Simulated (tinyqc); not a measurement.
## Reverse leakage of an n+-p junction: diffusion, generation, trap-assisted and band-to-band tunnelling: leakage components against the trap level above the intrinsic level

One-sided abrupt junction in the depletion approximation, x from the junction (0) to W on the p side, field F = F0 (1 - x/W). Flat quasi-Fermi levels, long p side. Traps generate through SRH with both lifetimes shortened by 1 + Gamma (Hurkx enhancement, form for moderate fields); band-to-band generation is local and needs a total bending above Eg.

ni = sqrt(Nc Nv) exp(-Eg/(2 Vt)), Eg in volts; Vbi = Vt ln(Na Nd/ni^2); W = sqrt(2 eps0 eps_r (Vbi + VR)/(q Na)); F0 = 2 (Vbi + VR)/W; FG = sqrt(24 mt m0 (kB T)^3)/(q hbar); J_diff = q ni^2 sqrt(Dn/tau)(1 - exp(-VR/Vt))/Na. u = (Vbi + VR)(1 - x/W)^2, p = Na exp(-u/Vt), n = Nd exp((u - Vbi - VR)/Vt); G0 = ni^2 (1 - exp(-VR/Vt))/(tau (n + p + 2 ni cosh(Et/Vt))); Gamma = 2 sqrt(3 pi)(F/FG) exp((F/FG)^2); trap-assisted part G0 Gamma; G_bb = Ab F^2.5 exp(-Bb/F) with F in V/cm, zero unless Vbi + VR > Eg, and counted as zero under 1 cm^-3 s^-1. Currents are q times the integrals over 0 to W; J_bb under 1e-8 of J is printed as 0; rows with F0/FG above 2.2, beyond the range of this Gamma, are left out.

Parameters, values chosen for the exercise; band and dielectric values close to those of silicon:
- T = 358 K (temperature)
- Eg = 1.11 eV (band gap)
- eps_r = 11.9 (relative permittivity)
- Nc = 3.7e19 cm^-3 (conduction-band density of states at T)
- Nv = 3.51e19 cm^-3 (valence-band density of states at T)
- Na = 2.4e16 cm^-3 (acceptor density of the lighter side)
- Nd = 5e19 cm^-3 (donor density of the heavier side)
- tau = 3e-8 s (SRH lifetime of both carriers at zero field)
- mt = 0.25 m0 (tunnelling mass)
- Dn = 10 cm^2/s (electron diffusion coefficient on the lighter side)
- Ab = 3.6e14 cm^-0.5 V^-2.5 s^-1 (band-to-band prefactor)
- Bb = 1.92e7 V/cm (band-to-band field constant)
- VR = 0.5 V (reverse bias)

Constants: q = 1.602176634e-19 C, kB = 1.380649e-23 J/K, hbar = 1.054571817e-34 J s, m0 = 9.1093837015e-31 kg, Vt = kB T/q, eps0 = 8.8541878128e-14 F/cm where lengths are in cm. Results are converted to the units shown.

The same in every row: F0 (kV/cm) = 101; F0/FG = 0.210; J_diff (A/cm^2) = 3.74e-8; J_bb (A/cm^2) = 0.

Leakage components against the trap level above the intrinsic level:
```
Et (eV),J_SRH (A/cm^2),J_TAT (A/cm^2),J (A/cm^2),largest part
-0.3,3.75e-9,2.51e-9,4.37e-8,diffusion
-0.2,7.04e-8,5.30e-8,1.61e-7,SRH generation
-0.1,1.32e-6,1.05e-6,2.41e-6,SRH generation
0,1.28e-5,1.04e-5,2.33e-5,SRH generation
0.1,1.32e-6,1.05e-6,2.41e-6,SRH generation
0.2,7.04e-8,5.30e-8,1.61e-7,SRH generation
0.3,3.75e-9,2.51e-9,4.37e-8,diffusion
```

J goes from 4.37e-8 through a maximum of 2.33e-5 (at Et = 0 among the rows listed) to 4.37e-8 A/cm^2. Diffusion leads at Et = -0.3, SRH generation from -0.2, diffusion from 0.3 on.

Range of the model: The n+ side is degenerate, so Vbi from Boltzmann statistics is only a guide.

tinyqc, about 0.01 s, one thread, Intel Xeon 2.30GHz (shared host): `OMP_NUM_THREADS=1 python tinyqc.py 2290118 2290119 out.jsonl`
